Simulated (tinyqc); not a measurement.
## MOS inversion layer, Poisson-Schroedinger loop: effect of the temperature

Electrons confined at an insulator interface at z = 0, treated as a hard wall; parabolic valleys, Hartree approximation, no image or exchange terms. The depletion charge lies far deeper than the electrons and gives a uniform field q Nd/(eps0 eps_r); the gate balances all charge. Energies are counted from the band edge at the interface.

Schroedinger equation -(C/mz) psi'' + (V0 + U) psi = E psi, C = hbar^2/(2 m0), psi(0) = 0, on a uniform mesh of 800 nodes with a far wall at 120 nm, 8 levels a set; V0 = q Nd z/(eps0 eps_r); dU/dz = q (Ns - integral of n from 0 to z)/(eps0 eps_r), U(0) = 0; N_k = g md m0 q Vt/(pi hbar^2) ln(1 + exp((EF - E_k)/Vt)), g the number of valleys of the set, sum N_k = Ns. Triangular well: E_k = a_k (C F^2/mz)^(1/3), a_1 = 2.338107, a_2 = 4.087949, C = hbar^2/(2 m0), F in eV/nm. Fang-Howard (all electrons in the lowest level of set A): b^3 = 6 (mz1/C) q (Nd + 11 Ns/32)/(eps0 eps_r), centroid 3/b, level C b^2/(4 mz1) + (3/b) q (Nd + 11 Ns/16)/(eps0 eps_r). The centroid adds 3.9 z_av/eps_r to an oxide-equivalent thickness. Shares under 0.0001 % are printed as 0.

Values chosen for this exercise; masses and permittivity close to those of silicon (111): relative permittivity eps_r = 11.6; mass along z of valley set A (6 valley(s)) mz1 = 0.261 m0; in-plane density-of-states mass of set A md1 = 0.361 m0; sheet density of electrons Ns = 7.9e11 cm^-2; sheet density of depletion charge Nd = 1.4e11 cm^-2.

Constants: q = 1.602176634e-19 C, kB = 1.380649e-23 J/K, hbar = 1.054571817e-34 J s, m0 = 9.1093837015e-31 kg, Vt = kB T/q, eps0 = 8.8541878128e-14 F/cm where lengths are in cm, hbar^2/(2 m0) = 0.0380998212 eV nm^2. Results are converted to the units shown.

The same in every row: Fang-Howard centroid (nm) = 4.68.

Effect of the temperature:

| T (K) | A1 (meV) | A2 (meV) | EF (meV) | share of A1 (%) | share of A2 (%) | centroid z_av (nm) | added oxide equivalent (nm) |
|---|---|---|---|---|---|---|---|
| 20 | 63.6 | 86.0 | 62.9 | 100 | 2.95e-4 | 4.39 | 1.48 |
| 50 | 63.7 | 86.2 | 57.2 | 99.4 | 0.584 | 4.42 | 1.49 |
| 77 | 63.8 | 87.2 | 50.5 | 96.5 | 3.03 | 4.56 | 1.53 |
| 120 | 64.2 | 89.7 | 37.9 | 89.4 | 7.91 | 4.97 | 1.67 |
| 200 | 65.1 | 94.3 | 9.26 | 76.0 | 14.2 | 5.96 | 2.00 |
| 300 | 65.9 | 98.7 | -33.3 | 63.1 | 17.9 | 7.12 | 2.39 |
| 400 | 66.6 | 102 | -81.3 | 53.7 | 19.4 | 8.07 | 2.71 |
| 500 | 67.1 | 104 | -133 | 46.9 | 19.9 | 8.82 | 2.97 |

What does the comparison show?

As T goes from 20 to 500, A1 rises from 63.6 to 67.1 meV, the share of A1 falls from 100 to 46.9 % and the centroid rises from 4.39 to 8.82 nm. The Fang-Howard centroid is 6.5 % above the full one in the first row, where A1 holds 100 %, and 47 % below it in the last, where A1 holds 46.9 %. For T = 300, 400, 500 the eighth level of a set still holds over 0.4 % of the electrons, so more levels and a farther wall would raise the centroid.

Program tinyqc, `OMP_NUM_THREADS=1 python tinyqc.py 2160038 2160039 out.jsonl`; Intel Xeon 2.30GHz, shared host, one thread, about 0.5 s.
